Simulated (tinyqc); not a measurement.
Matthiessen's rule against the full average: mobility of a non-polar semiconductor in the relaxation-time approximation. Computed by tinyqc, a small Python program. Command: `OMP_NUM_THREADS=1 python tinyqc.py 3031135 3031136 out.jsonl rta walk`. One thread of a shared host (Intel(R) Xeon(R) Processor @ 2.30GHz), about 0.01 s of CPU time with the checks.

Each valley is treated as a sphere of mass m_d for states and rates, with one isotropic relaxation time; the conductivity mass m_c sets the current.

Inputs (values chosen for the exercise, for a model non-polar semiconductor):
```
quantity,value,unit
longitudinal mass m_l,0.18,m_0
transverse mass m_t,0.08,m_0
equivalent valleys Z,3,-
static permittivity eps_s,8.9,-
density rho,2730,kg/m^3
sound velocity v_l,5890,m/s
acoustic deformation potential D_A,7.4,eV
phonon energy hbar w,31.9,meV
optical or intervalley deformation potential D_o,7.2,1e8 eV/cm
final valleys Z_f,2,-
carrier density n,1.4e+18,1/cm^3
compensation ratio C,0,-
temperature T,300,K
neutral impurity density N_n,7.7e+16,1/cm^3
```

Band: parabolic. Impurity formula: Conwell-Weisskopf. Further scattering: neutral impurities.

Constants: k_B = 8.617333262e-05 eV/K; m_0 = 9.1093837015e-31 kg; e = 1.602176634e-19 C; hbar = 1.054571817e-34 J s; eps_0 = 8.8541878128e-12 F/m; k_B = 1.380649e-23 J/K; hbar = 6.582119569e-16 eV s.

Method:
- m_d = (m_l m_t^2)^(1/3); 1/m_c = (1/m_l + 2/m_t)/3; Hall mass factor A = 3 K_m (K_m + 2)/(2 K_m + 1)^2, K_m = m_l/m_t; N_I = n (1 + C)/(1 - C).
- Parabolic band: E = hbar^2 k^2/(2 m), speed v = hbar k/m, states per spin, volume and energy g(E) = m k/(2 pi^2 hbar^2). Here m = m_d. Masses are multiplied by m_0 and all formulas are in SI units.
- The reduced Fermi level eta = E_F/(k_B T) solves n = 2 Z int g f dE with f = 1/(1 + exp(x - eta)) (Z = 1 unless valleys are given); screening length L_s = sqrt(eps_s eps_0 k_B T/(e^2 dn/deta)), dn/deta = 2 Z int g f (1 - f) dE.
- Integrals over x = E/(k_B T) use 160 Gauss-Legendre points in u = sqrt(x) from 0 to sqrt(max(eta, 0) + 32).
- Phonon occupation N_q = 1/(exp(hbar w/(k_B T)) - 1).
- Acoustic deformation potential (elastic, equipartition, absorption and emission together): 1/tau = 2 pi k_B T D_A^2 g(E)/(hbar rho v_l^2).
- Optical or intervalley deformation potential: 1/tau = (pi Z_f D_o^2/(rho w)) [N_q g(E + hbar w) + (N_q + 1) g(E - hbar w)], with g = 0 below the band edge.
- Each optical term is multiplied by (1 - f(E'))/(1 - f(E)), E' the final energy, for Pauli blocking.
- Singly charged impurities, momentum relaxation: 1/tau = N_I e^4 m (1 + 2 alpha E) Phi/(8 pi (eps_s eps_0)^2 hbar^3 k^3), with alpha = 0 for a parabolic band.
- Conwell-Weisskopf: Phi = ln(1 + y^2), y = 4 pi eps_s eps_0 E N_I^(-1/3)/e^2 (largest impact parameter N_I^(-1/3)/2).
- Neutral impurities (Erginsoy): 1/tau = 20 N_n a_B hbar/m, a_B = 4 pi eps_s eps_0 hbar^2/(m e^2).
- mu = (m_d/m_c) (2 Z e/(3 n k_B T)) int g v^2 tau f (1 - f) dE.
- Averages over x are split at the emission threshold x_0 = hbar w/(k_B T): 64 Gauss-Legendre points in sqrt(x) below it and 128 in sqrt(x - x_0) above it, up to x = max(eta, 0) + 32.
- Rates are added at each energy before the average. With <y> = int g v^2 y f (1 - f) dE: Hall factor r_H = A (3 n k_B T/(2 Z m_d)) <tau^2/(1 + 2 alpha E)>/<tau>^2 (alpha = 0 for a parabolic band); Hall mobility r_H mu; |S| = (k_B/e) (<x tau>/<tau> - eta); resistivity 1/(n e mu).
- Matthiessen's rule adds 1/mu of the separate processes.

acoustic mobility = 29475.7 cm^2/(V s)

optical mobility = 15008.6 cm^2/(V s)

ionised impurity mobility = 1197.79 cm^2/(V s)

neutral impurity mobility = 2344.55 cm^2/(V s)

drift mobility mu = 674.699 cm^2/(V s)

Separate mobilities:
```
process,mu (cm^2/(V s)),share of the sum of 1/mu (%)
acoustic,29476,2.491
optical,15009,4.892
ionised impurity,1198,61.300
neutral impurity,2345,31.317
```

mobility by Matthiessen's rule = 734.24 cm^2/(V s)

excess of Matthiessen's rule over the full mu = 8.8252 %

What does the comparison show, and why?

The rule gives 734.2 against the full 674.7, 8.8 % too high; it can only overestimate, since each separate average is carried by the energies where that process is weak. The largest shares are ionised impurity (61 %) and neutral impurity (31 %). Caution: Erginsoy's formula holds for k a_B below about 0.5 and for dopants that stay neutral, which means low temperature; elsewhere it is only a rough constant rate.

Extremes, crossings and ranges named in words are read from the listed rows.
